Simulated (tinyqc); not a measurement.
Undoped symmetric double-gate MOSFET, analytic potential model: course of the iteration: beta at the source by Newton steps in z = ln(tan beta).

An undoped body of thickness ts between two equal insulators and tied gates; long channel, electrons only, n = ni exp((psi - V)/Vt) with V the quasi-Fermi potential (0 at the source, Vd at the drain), constant mobility, no quantisation. Across the body psi(x) = V - 2 Vt ln[(ts/(2 beta)) sqrt(q ni/(2 eps0 eps_r Vt)) cos(2 beta x/ts)], x from the centre. Q is the electron charge per area of the whole body.

With V = 0, t = exp(z), beta = arctan(t): f = ln(beta) + (1/2) ln(1 + t^2) + 2 r beta t - (Vg - V0)/(2 Vt); with c = t/(1 + t^2), df/dz = c/beta + t c + 2 r t (c + beta); z(new) = z - f/(df/dz).

Stop when z changes by less than 1e-11, or after 60 iterations.

Parameters, values chosen for the exercise:
```
symbol  value  unit       meaning
T         300     K   temperature
Vg       0.43     V  gate voltage
```

Constants: q = 1.602176634e-19 C, kB = 1.380649e-23 J/K, Vt = kB T/q. Results are converted to the units shown.

z at the start = 1
r = 0.208689
V0 = 0.614439 V

Course of the iteration:
```
iteration         z  |change|
1          -1.14401      2.14
2          -3.37962      2.24
3          -3.56764     0.188
4          -3.56768   4.23e-5
5          -3.56768  1.66e-12
```

Did this iteration meet its convergence test, and what does its course show?

Yes. Converged in 5 iterations. At the end the number of correct digits about doubles with each step.

Numbers from tinyqc (`OMP_NUM_THREADS=1 python tinyqc.py 2440095 2440096 out.jsonl`; about 0.01 s on one thread of a shared Intel Xeon 2.30GHz).
